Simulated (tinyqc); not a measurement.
Thinning the body: Gamma, L and X subbands of a thin body with non-parabolic valleys.

Hard walls, flat band, c = hbar^2/2m0, energies from the bulk Gamma edge. For a valley at angle theta to the normal 1/m_z = cos^2/ml + sin^2/mt and m_d = sqrt(ml mt^2/m_z). Subband n starts at E_v + e with e (1 + a e) = c (n pi/t)^2/m_z, and its density-of-states mass is taken as m_d (1 + 2 a e), without further growth at higher in-plane energy. Groups are named by valley and degeneracy.

n_i = g m/(2 pi c) kB T ln(1 + exp((EF - E_i)/kB T)), sum n_i = Ns (1e12/cm^2 = 1e-4/angstrom^2), c = hbar^2/2m0. Quantum capacitance Cq = 1602.176634 sum g m/(2 pi c) f_i in microfarad/cm^2 with f_i = 1/(1 + exp((E_i - EF)/kB T)); Cox = 34.5313/eot (one gate); C/Cox = Cq/(Cq + Cox), the centroid term left out.

Constants: hbar^2/2m0 = 3.80998211 eV angstrom^2; kB = 8.617333262e-05 eV/K.

Inputs chosen for the exercise (near those of a thin Ge channel; not measured data):
```
symbol  value                          unit         meaning
face    110                                         surface
mG      0.0384                         m0           Gamma mass
aG      1.04                           1/eV         Gamma non-parabolicity
EL      -0.151                         eV           L edge above Gamma
mL      (1.59, 0.084)                  m0           L valleys (four, along <111>): ml, mt
EX      0.035                          eV           X edge above Gamma
mX      (0.917, 0.191)                 m0           Delta valleys (six, along <100>): ml, mt
aS      0.49                           1/eV         non-parabolicity of L and X
Ns      8.1                            x 1e12/cm^2  sheet density
T       300                            K            temperature
eot     6                              angstrom     equivalent oxide thickness
ts      (20, 26, 34, 45, 60, 85, 130)  angstrom     thicknesses
```

Lowest edge of each valley type, the lowest group, the Gamma share and C/Cox, with n = 1 to 8 of all groups.

Results:
```
t (angstrom)  Gamma (eV)  L (eV)  X (eV)  lowest  Gamma share (%)  C/Cox
20                 1.127   0.201   0.298      L2              0.0  0.848
26                 0.794   0.069   0.198      L2              0.0  0.832
34                 0.542  -0.017   0.133      L2              0.0  0.824
45                 0.354  -0.073   0.092      L2              0.0  0.825
60                 0.221  -0.106   0.068      L2              0.0  0.846
85                 0.120  -0.128   0.051      L2              0.0  0.866
130                0.055  -0.141   0.042      L2              0.0  0.876
```

From 130 down to 20 angstrom Gamma rises by 1.07 eV, L by 0.34 and X by 0.26 eV, the light Gamma mass moving most. L2 stays lowest throughout. The Gamma share stays near 0 %. C/Cox is 0.88 and 0.85 at the ends and lies between 0.82 and 0.88. Hard walls overstate the rise in the thinnest rows.

tinyqc: `OMP_NUM_THREADS=1 python tinyqc.py 1280659 1280660 out.jsonl`; about 0.02 s, one thread, shared Intel(R) Xeon(R) Processor @ 2.30GHz.
